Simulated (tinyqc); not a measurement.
Starting guesses with plain Roothaan steps: SCF starting guesses in the sto-3g basis, for H3+, spin multiplicity 1. Computed by the program tinyqc with PySCF. RHF with one setting changed at a time; a run stops when the energy changes by less than 1e-09 hartree and the error matrix is below 1e-5. Starts: the lowest orbitals of the core Hamiltonian, of the Wolfsberg-Helmholz matrix (K = 1.75), projected atomic densities, random orbitals, and the highest orbitals of the core Hamiltonian (a deliberately bad start).

Geometry (angstrom):

| atom | x | y | z |
|---|---|---|---|
| H | 0.0000 | 0.0000 | 0.0000 |
| H | 0.0000 | 0.0000 | 0.7970 |
| H | 0.0000 | 0.7610 | -0.2350 |

lowest restricted solution found by these runs and by PySCF = -1.217120 hartree

Largest element of the error matrix X^T (FDS - SDF) X:

| iteration | core | Wolfsberg-Helmholz | atomic densities | random | highest core orbitals |
|---|---|---|---|---|---|
| 1 | 1.2e-01 | 6.8e-03 | 8.1e-02 | 6.4e-01 | 1.2e-01 |
| 2 | 1.7e-02 | 9.6e-04 | 4.5e-03 | 2.8e-01 | 1.4e-01 |
| 3 | 2.4e-03 | 1.3e-04 | 6.2e-04 | 5.5e-02 | 2.0e-02 |
| 4 | 3.3e-04 | 1.9e-05 | 8.7e-05 | 8.0e-03 | 2.8e-03 |
| 5 | 4.6e-05 | 2.6e-06 | 1.2e-05 | 1.1e-03 | 3.9e-04 |
| 6 | 6.4e-06 | - | 1.7e-06 | 1.5e-04 | 5.4e-05 |
| 8 | - | - | - | 2.7e-06 | 1.1e-06 |

How each run ends:

| run | iterations | E (hartree) | state |
|---|---|---|---|
| core | 7 | -1.21712 | lowest found |
| Wolfsberg-Helmholz | 5 | -1.21712 | lowest found |
| atomic densities | 6 | -1.21712 | lowest found |
| random | 8 | -1.21712 | lowest found |
| highest core orbitals | 8 | -1.21712 | lowest found |

What does the comparison show, and why?

5 of 5 runs reach the lowest restricted solution found, in 5 to 8 iterations (fastest: Wolfsberg-Helmholz). The first errors are 1e-01, 7e-03, 8e-02, 6e-01, 1e-01.
